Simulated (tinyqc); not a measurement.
# Rectangular fin or nanosheet with a gate all round, subbands and threshold shift from confinement: two studies

Undoped body with a flat potential across it, hard walls, transport along x. Three valley pairs (g = 2 each) with the longitudinal mass along x, y or z. Non-parabolicity enters the subband edges through E (1 + al E) = gamma, so E = 2 gamma/(1 + sqrt(1 + 4 al gamma)); motion within a subband is taken as parabolic with the band-edge mass. Energies are counted from the bulk band edge.

Values chosen for this exercise; masses close to those of silicon:
```
symbol  value     unit                                                meaning
T         300        K                                            temperature
ml       0.93       m0                                      longitudinal mass
mt      0.188       m0                                        transverse mass
al          0     1/eV                                       non-parabolicity
t         7.1       nm                                        width (along y)
dl          0       nm  widening of the box by penetration into the insulator
Cg        1.5  uF/cm^2                 gate capacitance per area of interface
H         7.1       nm                                       height (along z)
```

Constants: q = 1.602176634e-19 C, kB = 1.380649e-23 J/K, hbar = 1.054571817e-34 J s, m0 = 9.1093837015e-31 kg, Vt = kB T/q, hbar^2/(2 m0) = 0.0380998212 eV nm^2. Results are converted to the units shown.

Each table varies one quantity; the others keep the values above.

## Confinement against the height

gamma = C pi^2 [a^2/(my (t + dl)^2) + b^2/(mz (H + dl)^2)], C = hbar^2/(2 m0). Each subband has N_k = g sqrt(2 mx m0 kB T/(pi hbar^2)); without degeneracy n = exp(EF/Vt) sum N_k exp(-E_k/Vt). Classical value Nc times t H, Nc = sum over valleys of 2 g (m m0 kB T/(2 pi hbar^2))^1.5 with m = (mx my mz)^(1/3). Threshold shift dVT = Vt ln(classical value/sum N_k exp(-E_k/Vt)). With degeneracy n = sum N_k F((EF - E_k)/Vt), F(x) = (1/sqrt(pi)) int_0^infinity u^(-1/2) du/(1 + exp(u - x)); gate: Vg = EF + q n/(Cg P), P = 2 (t + H), summed over the 60 lowest subbands at most, with Vg counted from the value that would put EF at the bulk band edge of an empty body. The last two columns are for Vg = 0.6 V; sensitivity d(dVT)/dH by central differences between 0.99 and 1.01 times the value.

Confinement against the height:

| H (nm) | E_1 (meV) | gap to the next edge (meV) | dVT (mV) | sensitivity (mV/nm) | n/P (cm^-2) | share of the lowest subband (%) |
|---|---|---|---|---|---|---|
| 4.3 | 61.55 | 54.65 | 72.56 | -13.74 | 4.663e12 | 48.41 |
| 5.9 | 51.29 | 14.19 | 54.12 | -8.773 | 4.957e12 | 28.57 |
| 8.1 | 38.51 | 7.334 | 41.42 | -3.606 | 5.118e12 | 21.74 |
| 11 | 24.55 | 18.47 | 34.63 | -1.520 | 5.218e12 | 19.09 |
| 15 | 16.91 | 24.06 | 30.52 | -0.6973 | 5.291e12 | 15.37 |
| 21 | 12.56 | 13.61 | 27.69 | -0.3189 | 5.347e12 | 11.58 |
| 29 | 10.40 | 7.135 | 25.90 | -0.1561 | 5.386e12 | 8.614 |
| 40 | 9.271 | 3.750 | 24.69 | -0.07827 | 5.412e12 | 6.358 |

As H grows from 4.3 to 40 nm, E_1 falls from 61.5 to 9.27 meV and dVT falls from 72.6 to 24.7 mV. E_1 goes as H^(-0.58) at the thin end; an error of 0.2 nm moves the threshold by 2.7 mV in the first row and 0.016 mV in the last. The charge per interface area rises from 4.66e12 to 5.41e12 cm^-2. In every row the charge in the last two columns would bend the potential across the body noticeably, which is left out.

## Charge and subband filling against gate voltage

Same model as above.

Each subband has N_k = g sqrt(2 mx m0 kB T/(pi hbar^2)). Cq = q dn/dEF.

Charge and subband filling against gate voltage:

| Vg (V) | EF - E_1 (eV) | n (cm^-1) | n/P (cm^-2) | share of the lowest subband (%) | Cq/(Cg P) | total C/(Cg P) |
|---|---|---|---|---|---|---|
| -0.1 | -0.1494 | 4.566e4 | 1.608e10 | 27.21 | 0.06633 | 0.06220 |
| 0.02 | -0.06738 | 1.055e6 | 3.715e11 | 26.80 | 1.484 | 0.5974 |
| 0.15 | -0.03342 | 3.609e6 | 1.271e12 | 25.79 | 4.691 | 0.8243 |
| 0.28 | -0.01532 | 6.584e6 | 2.318e12 | 24.66 | 7.858 | 0.8871 |
| 0.4 | -0.003473 | 9.460e6 | 3.331e12 | 23.64 | 10.45 | 0.9127 |
| 0.53 | 0.006795 | 1.264e7 | 4.452e12 | 22.59 | 12.89 | 0.9280 |
| 0.65 | 0.01487 | 1.562e7 | 5.500e12 | 21.68 | 14.82 | 0.9368 |
| 0.78 | 0.02264 | 1.887e7 | 6.644e12 | 20.76 | 16.62 | 0.9433 |
| 0.9 | 0.02918 | 2.189e7 | 7.706e12 | 19.97 | 18.05 | 0.9475 |

EF passes E_1 = 0.0477 eV at Vg = 0.441 V. The share of the lowest subband falls from 27.2 to 20.0 % and the total capacitance rises from 0.0622 to 0.948 of Cg P. In the last row 5.5 % of an added gate voltage goes into raising EF (from the last two rows). For Vg = 0.15, 0.28, 0.4, 0.53, 0.65, 0.78, 0.9 the charge would bend the potential across the body noticeably, which is left out.

Numbers from tinyqc (`OMP_NUM_THREADS=1 python tinyqc.py 2350094 2350095 out.jsonl`; about 0.2 s on one thread of a shared Intel Xeon 2.30GHz).
